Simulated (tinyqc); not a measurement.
From results back to parameters: six-band k.p model of the valence band of a wurtzite crystal. Three cases, with inputs chosen for the exercise.

Problem. In the quasi-cubic model the splittings of an unstrained wurtzite crystal obey (E1 - E2) + (E1 - E3) = Dcr + Dso and (E1 - E2)(E1 - E3) = (2/3) Dcr Dso. The two splittings are given, and it is known that Dcr > Dso.

Find: sum; product; Dcr; Dso.

Method. Dcr and Dso are the roots of t^2 - S t + (3/2) P = 0; the energies alone cannot tell which is which, since the formulas are symmetric in the two.

Case 1.

E1 - E2, E1 - E3 (meV): 4.5109  55.0891

Solution.

sum = 59.60 meV
product = 248.5 meV^2
Dcr = 52.5 meV
Dso = 7.1 meV

Case 2.

E1 - E2, E1 - E3 (meV): 4.4592  57.1408

Solution.

sum = 61.60 meV
product = 254.8 meV^2
Dcr = 54.6 meV
Dso = 7.0 meV

Case 3.

E1 - E2, E1 - E3 (meV): 4.5362  61.5638

Solution.

sum = 66.10 meV
product = 279.3 meV^2
Dcr = 59.0 meV
Dso = 7.1 meV

Computed by tinyqc, one run a case: `OMP_NUM_THREADS=1 python tinyqc.py N N+1 out.jsonl` with N = 1080854, 1080897, 1081109; one thread of a shared Intel(R) Xeon(R) Processor @ 2.30GHz, about 0.01 s a run at most.
